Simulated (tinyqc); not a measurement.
From lone donors to an impurity band: impurity band of shallow donors (Hubbard estimate).

Constants: e^2/(4 pi eps0) = 14.39964547 eV angstrom.

Inputs chosen for the exercise (out of a larger set: near those of two donors in Si; not measured data):
```
symbol  value                                     unit         meaning
a       16.2                                      angstrom     orbital radius
eps     11.4                                                   dielectric constant
Ns      (0.046, 0.12, 0.28, 0.69, 1.6, 3.5, 6.9)  x 1e18/cm^3  donor densities
```

Donors on a simple cubic lattice of spacing R = N^(-1/3) (1/angstrom^3 = 1e24/cm^3), Ha* = q/(eps a), q = e^2/(4 pi eps0), x = R/a. Hopping t = Ha* (1 + x) exp(-x), band width B = 12 t, on-site repulsion U = (5/8) Ha*; the gap closes near B/U = 1.15. Valley factors and disorder are left out.

Results:
```
N (1e18/cm^3)  R (angstrom)  N^(1/3) a   t (meV)   B (meV)       B/U
0.046                 279.1      0.058  4.68e-05  0.000562  1.15e-05
0.28                  152.9      0.106    0.0650     0.780    0.0160
0.69                  113.2      0.143     0.576      6.91     0.142
1.6                    85.5      0.189      2.50      30.0     0.615
3.5                    65.9      0.246      6.77      81.3      1.67
6.9                    52.5      0.308      12.9       155      3.18
```

Give the missing row, N (1e18/cm^3) = 0.12.

Computed row:
```
N (1e18/cm^3)  R (angstrom)  N^(1/3) a  t (meV)  B (meV)       B/U
0.12                  202.7      0.080  0.00387   0.0464  0.000953
```

B/U passes 1.15 between 1.6 and 3.5 x 1e18/cm^3; the root is x = 4.52, N^(1/3) a = 0.221, N = 2.5 x 1e18/cm^3, below the 4.1 that the empirical rule N^(1/3) a = 0.26 gives; the estimate is rough, since random positions, the overlap of the orbitals and screening are left out. While N grows by 150 times, t grows by 2.76e+05 times.

(tinyqc, `OMP_NUM_THREADS=1 python tinyqc.py 1251917 1251918 out.jsonl`, Intel(R) Xeon(R) Processor @ 2.30GHz, 1 thread, shared host, about 0.01 s.)
